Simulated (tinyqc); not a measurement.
Strain and the order of the valence edges: six-band k.p model of the valence band of a wurtzite crystal.

At k = 0: E1 = D1c + D2c + Te + Le (pure HH); E2, E3 = Le + u +/- sqrt(u^2 + 2 D3c^2), u = (D1c - D2c + Te)/2, D1c = Dcr, D2c = D3c = Dso/3. The weight of LH in state 2 is fL = (E2 - Le)^2/((E2 - Le)^2 + 2 D3c^2). Relative strengths of transitions to the conduction band: for E perpendicular to c (TE) 1/2, fL/2, (1 - fL)/2; for E along c (TM) 0, 1 - fL, fL, with one momentum element for both directions.

Strain of a c-plane layer: exx = eyy = e_par, ezz = -2 (C13/C33) e_par; Le = D1 ezz + D2 (exx + eyy), Te = D3 ezz + D4 (exx + eyy).

Conduction edge: Ec = (top of the unstrained valence band) + Eg + (a1 + D1) ezz + (a2 + D2)(exx + eyy).
Constants: kB = 8.617333262e-05 eV/K.

Values chosen for the exercise (near those of AlN; the results hold for these values, not for the real material):
- Dcr = -0.1378 eV (crystal-field splitting)
- Dso = 0.019 eV (spin-orbit splitting)
- Eg = 6.231 eV (direct gap at Gamma from the top of the unstrained valence band)
- a1 = -3.39 eV (gap potential along c)
- a2 = -11.65 eV (gap potential in the plane)
- D1 = -16.63 eV
- D2 = 7.56 eV
- D3 = 8.38 eV
- D4 = -4.05 eV
- C13 = 111 GPa
- C33 = 359 GPa
- T = 200 K (temperature)

Edges from the unstrained top. Degree of polarisation (TE - TM)/(TE + TM), each state weighted by exp(E/kT) alone (equal densities of states).

Results:

| e_par (%) | E1 (meV) | E2 (meV) | E3 (meV) | fL | lowest transition (eV) | polarisation |
|---|---|---|---|---|---|---|
| -2.00 | -374.5 | -386.5 | -509.3 | 0.995 | 6.5215 | 0.992 |
| -1.50 | -313.8 | -325.1 | -383.0 | 0.976 | 6.4818 | 0.923 |
| -1.00 | -253.2 | -249.7 | -270.8 | 0.233 | 6.4387 | -0.136 |
| -0.50 | -192.6 | -126.6 | -206.3 | 0.013 | 6.3366 | -0.956 |
| 0.00 | -132.0 | 0.0 | -145.2 | 0.004 | 6.2310 | -0.995 |
| 0.50 | -71.4 | 126.8 | -84.5 | 0.002 | 6.1252 | -0.998 |
| 1.00 | -10.8 | 253.8 | -23.8 | 0.001 | 6.0192 | -0.999 |
| 1.50 | 49.8 | 380.7 | 36.9 | 0.001 | 5.9133 | -0.999 |
| 2.00 | 110.4 | 507.7 | 97.5 | 0.000 | 5.8073 | -1.000 |

What does the comparison show, and why?

E1 = E2 requires Dcr + Te = 0, which here falls at e_par = -1.04 %, inside the sweep: state 1 is on top for smaller e_par and state 2 beyond. The polarisation goes from +0.99 to -1.00 and changes sign between -1.50 and -1.00 %; the lowest transition moves by -179 meV per 1 % on average.

tinyqc: `OMP_NUM_THREADS=1 python tinyqc.py 1050630 1050631 out.jsonl`; about 0.01 s, one thread, shared Intel(R) Xeon(R) Processor @ 2.30GHz.
